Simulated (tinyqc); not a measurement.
# Planar ballistic transistor, top-of-the-barrier model: what changes with what

At the top of the source barrier, states moving towards the drain are filled by the source (Fermi level 0) and states moving back by the drain (Fermi level -q Vd); nothing scatters. U is the shift of the band edge there, set by the capacitances CG, CD and CS (the total) and by the charge. Parabolic two-dimensional band; the source is grounded.

Parameters, values chosen for the exercise; mass and valleys close to those of gallium arsenide:
- T = 77 K (temperature)
- m = 0.0643 m0 (effective mass)
- gv = 1 (valley degeneracy)
- eox = 3.9 (relative permittivity of the gate insulator)
- tox = 3.5 nm (insulator thickness)
- aG = 0.9 (gate control CG/CS)
- aD = 0.042 (drain control CD/CS)
- E0 = 0.17 eV (band edge at the barrier top above the source Fermi level at zero bias)

Constants: q = 1.602176634e-19 C, kB = 1.380649e-23 J/K, hbar = 1.054571817e-34 J s, m0 = 9.1093837015e-31 kg, Vt = kB T/q, eps0 = 8.8541878128e-14 F/cm where lengths are in cm. Results are converted to the units shown.

Each table varies one quantity; the others keep the values above.

## Effect of the valley degeneracy

N0 = gv m kB T/(pi hbar^2), CG = eps0 eox/tox, vT = sqrt(2 kB T/(pi m)), CS = CG/aG, n0 = n at U = 0 and Vd = 0. eta1 = -(E0 + U)/Vt, eta2 = eta1 - Vd/Vt, n = (N0/2)[F_0(eta1) + F_0(eta2)], F_0(x) = ln(1 + exp x). U = UL + q (n - n0)/CS with UL = -(aG Vg + aD Vd), energies in eV. I = q (N0/2) vT [F_(1/2)(eta1) - F_(1/2)(eta2)] per width, F_(1/2)(x) = (2/sqrt(pi)) int_0^infinity u^(1/2)/(1 + exp(u - x)) du. CQ = (q/Vt) dn/d(eta1). E0 is held fixed.

In this table Vg = 0.5 V, Vd = 0.5 V.

Effect of the valley degeneracy:
```
gv    eta1  n (cm^-2)  I (uA/um)  mean velocity I/(q n) (cm/s)   CQ/CS
1   15.311  1.3644e12     695.30                      3.1807e7  1.9628
2   9.2094  1.6414e12     654.81                      2.4900e7  3.9253
3   6.5841  1.7606e12     602.22                      2.1350e7  5.8804
4   5.1197  1.8271e12     561.22                      1.9172e7  7.8047
6   3.5236  1.8995e12     507.00                      1.6659e7  11.440
```

What does the comparison show?

As gv goes from 1 to 6, n rises from 1.36e12 to 1.90e12 cm^-2, the mean velocity falls from 3.18e7 to 1.67e7 cm/s and the current falls from 695 to 507 uA/um. CQ/CS goes from 2.0 to 11.

## Effect of the band edge at the barrier top above the source Fermi level at zero bias

Same model as above.

CQ = (q/Vt) dn/d(eta1).

In this table Vg = 0.5 V, Vd = 0.5 V.

Effect of the band edge at the barrier top above the source Fermi level at zero bias:
```
E0 (eV)     eta1  n (cm^-2)  I (uA/um)  mean velocity I/(q n) (cm/s)   CQ/CS
0.1       18.871  1.6817e12     949.73                      3.5249e7  1.9628
0.15      16.328  1.4550e12     765.25                      3.2826e7  1.9628
0.2       13.785  1.2284e12     594.72                      3.0218e7  1.9628
0.25      11.241  1.0018e12     439.41                      2.7378e7  1.9628
0.3       8.6980  7.7512e11     301.05                      2.4242e7  1.9625
0.35      6.1534  5.4854e11     182.14                      2.0724e7  1.9587
0.4       3.5935  3.2265e11     86.696                      1.6771e7  1.9103
0.45     0.82804  1.0609e11     21.572                      1.2691e7  1.3660
```

As E0 goes from 0.1 to 0.45 eV, n falls from 1.68e12 to 1.06e11 cm^-2, the mean velocity falls from 3.52e7 to 1.27e7 cm/s and the current falls from 950 to 21.6 uA/um. CQ/CS goes from 2.0 to 1.4.

Numbers from tinyqc (`OMP_NUM_THREADS=1 python tinyqc.py 2400014 2400015 out.jsonl`; about 0.01 s on one thread of a shared Intel Xeon 2.30GHz).
